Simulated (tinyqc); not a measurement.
Rectangular fin or nanosheet with a gate all round, subbands and threshold shift from confinement: two steps of the calculation.

Undoped body with a flat potential across it, hard walls, transport along x. One isotropic valley (g = 1, mx = my = mz = me). Non-parabolicity enters the subband edges through E (1 + al E) = gamma, so E = 2 gamma/(1 + sqrt(1 + 4 al gamma)); motion within a subband is taken as parabolic with the band-edge mass. Energies are counted from the bulk band edge.

Parameters, values chosen for the exercise; masses close to those of InAs: temperature T = 300 K; mass at the band edge me = 0.0232 m0; non-parabolicity al = 2.6 1/eV; width (along y) t = 7.1 nm; widening of the box by penetration into the insulator dl = 0.2 nm; height (along z) H = 10.6 nm.

Constants: q = 1.602176634e-19 C, kB = 1.380649e-23 J/K, hbar = 1.054571817e-34 J s, m0 = 9.1093837015e-31 kg, Vt = kB T/q, hbar^2/(2 m0) = 0.0380998212 eV nm^2. Results are converted to the units shown.

Question 1. Lowest subbands. gamma = C pi^2 [a^2/(my (t + dl)^2) + b^2/(mz (H + dl)^2)], C = hbar^2/(2 m0). List the 6 lowest, labelled by quantum numbers, with degeneracy g and N_k: N_k = g sqrt(2 mx m0 kB T/(pi hbar^2)).

Wanted: E_k; g; N_k.

Answer 1.

| subband | E_k (eV) | g | N_k (cm^-1) |
|---|---|---|---|
| 1,1 | 0.2631 | 1 | 7.079e5 |
| 1,2 | 0.4141 | 1 | 7.079e5 |
| 2,1 | 0.5549 | 1 | 7.079e5 |
| 1,3 | 0.6045 | 1 | 7.079e5 |
| 2,2 | 0.6554 | 1 | 7.079e5 |
| 2,3 | 0.8006 | 1 | 7.079e5 |

Question 2. Threshold shift. Each subband has N_k = g sqrt(2 mx m0 kB T/(pi hbar^2)); without degeneracy n = exp(EF/Vt) sum N_k exp(-E_k/Vt). Classical value Nc times t H, Nc = sum over valleys of 2 g (m m0 kB T/(2 pi hbar^2))^1.5 with m = (mx my mz)^(1/3). Threshold shift dVT = Vt ln(classical value/sum N_k exp(-E_k/Vt)). Use the subbands listed.

| subband | E_k (eV) | N_k (cm^-1) |
|---|---|---|
| 1,1 | 0.26311427 | 7.0787188e5 |
| 1,2 | 0.41411349 | 7.0787188e5 |
| 2,1 | 0.55492213 | 7.0787188e5 |
| 1,3 | 0.60454600 | 7.0787188e5 |
| 2,2 | 0.65544811 | 7.0787188e5 |
| 2,3 | 0.80062687 | 7.0787188e5 |

Give: shares; sum N_k exp(-E_k/Vt); Nc; classical value; dVT.

Answer 2.

| subband | shares (%) |
|---|---|
| 1,1 | 99.709 |
| 1,2 | 0.290 |
| 2,1 | 0.001 |
| 1,3 | 0.000 |
| 2,2 | 0.000 |
| 2,3 | 0.000 |

sum N_k exp(-E_k/Vt) = 26.983 cm^-1
Nc = 8.8676e16 cm^-3
classical value = 66737 cm^-1
dVT = 201.99 mV

Range of the model: Non-parabolicity also makes carriers heavier within each subband, which is left out, so densities of states are understated at high energy.

Computed by the program tinyqc: `OMP_NUM_THREADS=1 python tinyqc.py 2350008 2350009 out.jsonl`, one thread of a shared Intel Xeon 2.30GHz, about 0.08 s for the whole run.
